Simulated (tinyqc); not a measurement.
Thermal, flicker and telegraph noise of a field-effect transistor: one step, computed by the program tinyqc. Command: `OMP_NUM_THREADS=1 python tinyqc.py 3009163 3009164 out.jsonl noise walk`. One thread of a shared host (Intel(R) Xeon(R) Processor @ 2.30GHz), about 0.01 s of CPU time with the checks.

Strong inversion, threshold roll-off and channel-length modulation left out; noise sources are uncorrelated and are given as one-sided spectral densities.

Task: How many traps? Active traps per decade of time constant: N_dec = N_t k_B T W L lambda ln(10); a single trap at the interface shifts the threshold by e/(W L C_ox) and the current by g_m times that; tunnelling depth for frequency f, z = lambda ln(1/(2 pi f tau_0)), tau_0 = 1e-10 s.

Inputs (values chosen for the exercise, modelled on a high-k silicon transistor):
```
quantity                  value         unit
width W                      29   micrometre
length L                   1600           nm
oxide trap density N_t  2.6e+16  1/(eV cm^3)
frequency f                 400           Hz
temperature T               200            K
```

Operating region: saturation. Flicker model: number with correlated mobility.

tunnelling length lambda = 1.346951 angstrom

C_ox = 0.5153930 microfarad/cm^2

g_m = 832.1135 microsiemens

drain current I = 93.37380 microampere

Constants: k_B = 8.617333262e-05 eV/K; e = 1.602176634e-19 C.

Give: traps per decade; threshold step of one trap; current step of one trap; depth probed at f.

Result:

traps per decade = 6.4485

threshold step of one trap = 6.6997e-04 mV

current step of one trap = 5.9705e-04 %

depth probed at f = 2.0469 nm

With several traps per decade their Lorentzians merge into 1/f.
